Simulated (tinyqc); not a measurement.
## Implanted layer, carriers, mobility and sheet resistance: effect of the background doping of the opposite type

An n-type layer from the surface x = 0 to the junction xj, N(x) = N0 exp(-(x - Rp)^2/(2 sg^2)). Local neutrality (no depletion at surface or junction, no spilling of carriers), intrinsic carriers neglected, full ionisation of active dopants.

xj = Rp + sg sqrt(2 ln(N0/Nb)). Active dopant A = min(N, Ns); n = A - Nb; mobility mu = m1 + (m2 (T/300 K)^(-bt) - m1)/(1 + ((A + Nb)/Nr)^am). Dose = integral of N, carrier sheet density = integral of n, 1/Rs = q integral of n mu, mean mobility 1/(q Rs sheet density), Hall mobility (unit Hall factor) = integral of n mu^2 over integral of n mu, Hall sheet density = (integral of n mu)^2/integral of n mu^2; all from 0 to xj. Integrals on 4000 steps.

Parameters, values chosen for the exercise; values close to those of phosphorus in silicon over a p-type background: temperature T = 300 K; peak chemical concentration N0 = 1.2e20 cm^-3; mobility limit at high doping m1 = 69.3 cm^2/(V s); mobility limit at low doping, at 300 K m2 = 1410 cm^2/(V s); reference doping of the mobility law Nr = 9.32e16 cm^-3; exponent of the mobility law am = 0.692; temperature exponent of m2 bt = 2.4; solubility limit of active dopant Ns = 4.06e20 cm^-3; straggle after annealing sg = 20 nm; projected range Rp = 24 nm.

Constants: q = 1.602176634e-19 C. Results are converted to the units shown.

Result of one run:
columns A: Nb (cm^-3); B: xj (nm); C: dose (cm^-2); D: carriers (cm^-2); E: Rs (ohm/square); F: mean mobility (cm^2/(V s)); G: Rs xj (ohm nm); H: Hall/true sheet density
```
A           B         C         D      E      F        G       H
2.7e18  79.09  5.306e14  5.092e14  150.6  81.41  1.191e4  0.9956
```

What becomes of these results when the background doping of the opposite type Nb is changed from 2.7e18 to 1e14 cm^-3, all else the same?

Result of the changed run:
columns A: Nb (cm^-3); B: xj (nm); C: dose (cm^-2); D: carriers (cm^-2); E: Rs (ohm/square); F: mean mobility (cm^2/(V s)); G: Rs xj (ohm nm); H: Hall/true sheet density
```
A         B         C         D      E      F        G       H
1e14  129.8  5.324e14  5.324e14  141.2  83.04  1.833e4  0.9586
```

The whole series:
columns A: Nb (cm^-3); B: xj (nm); C: dose (cm^-2); D: carriers (cm^-2); E: Rs (ohm/square); F: mean mobility (cm^2/(V s)); G: Rs xj (ohm nm); H: Hall/true sheet density
```
A           B         C         D      E      F        G       H
1e14    129.8  5.324e14  5.324e14  141.2  83.04  1.833e4  0.9586
5.5e14  123.2  5.324e14  5.324e14  141.2  83.04  1.739e4  0.9591
3e15    116.1  5.324e14  5.323e14  141.2  83.02  1.639e4  0.9608
1.7e16  108.2  5.324e14  5.322e14  141.4  82.96  1.530e4  0.9661
9.1e16  99.81  5.323e14  5.314e14  141.9  82.78  1.416e4  0.9760
5e17    90.22  5.321e14  5.276e14  143.7  82.34  1.296e4  0.9875
2.7e18  79.09  5.306e14  5.092e14  150.6  81.41  1.191e4  0.9956
1.5e19  64.79  5.199e14  4.227e14  185.7  79.51  1.203e4  0.9993
```

As Nb goes from 1e14 to 1.5e19, xj falls from 130 to 64.8 nm, Rs rises from 141 to 186 ohm/square, the mean mobility falls from 83.0 to 79.5 cm^2/(V s) and the share of the dose that conducts falls from 100 to 81.3 %.

Numbers from tinyqc (`OMP_NUM_THREADS=1 python tinyqc.py 2110159 2110160 out.jsonl`; about 0.01 s on one thread of a shared Intel Xeon 2.30GHz).
